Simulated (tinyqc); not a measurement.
Worked calculation: inverse iteration on a symmetric matrix. Computed by tinyqc, a small Python program that keeps every step. Settings: method = inverse, shift = 0.38. Command: `OMP_NUM_THREADS=1 python tinyqc.py 26723 26724 out.jsonl` (the two numbers bound the seeds that draw the settings). One thread of a shared host (Intel(R) Xeon(R) Processor @ 2.60GHz), about 0.01 s of CPU time with the checks.

A, lower triangle:
```
         1        2        3        4        5       6
1   1.1340
2  -0.3480   1.2880
3   0.5720  -1.1910   1.9320
4  -1.4030   0.4090  -0.2980   2.5370
5   1.3050  -0.0640  -0.4110   0.2540   2.5920
6   0.9000   1.2300   0.7340  -1.0000  -0.3050  4.0380
```

Stop when the residual |A v - lambda v| is below 1e-9.

Steps:
```
step     lambda  residual
1      0.511640  1.17e+00
2     -0.094454  4.83e-01
3     -0.183392  1.76e-01
4     -0.193500  6.56e-02
5     -0.194068  2.70e-02
6     -0.193763  1.36e-02
7     -0.193530  8.39e-03
8     -0.193400  5.75e-03
9     -0.193331  4.07e-03
10    -0.193296  2.91e-03
11    -0.193278  2.09e-03
12    -0.193269  1.49e-03
13    -0.193264  1.07e-03
14    -0.193261  7.68e-04
15    -0.193260  5.51e-04
16    -0.193260  3.95e-04
17    -0.193259  2.83e-04
18    -0.193259  2.03e-04
19    -0.193259  1.45e-04
20    -0.193259  1.04e-04
21    -0.193259  7.48e-05
22    -0.193259  5.36e-05
23    -0.193259  3.84e-05
24    -0.193259  2.76e-05
25    -0.193259  1.98e-05
26    -0.193259  1.42e-05
27    -0.193259  1.02e-05
28    -0.193259  7.28e-06
29    -0.193259  5.22e-06
30    -0.193259  3.74e-06
```

Can the last value be used, and what does the course show?

Not by the stop rule, although the second column moves by less than 1e-07 over the last three steps. Not converged in 30 steps: the residual falls only by the ratio of the two smallest distances of eigenvalues from the shift, 0.72 a step. all eigenvalues, for comparison: -0.4196  -0.1933  1.9755  3.1660  3.6187  5.3737.
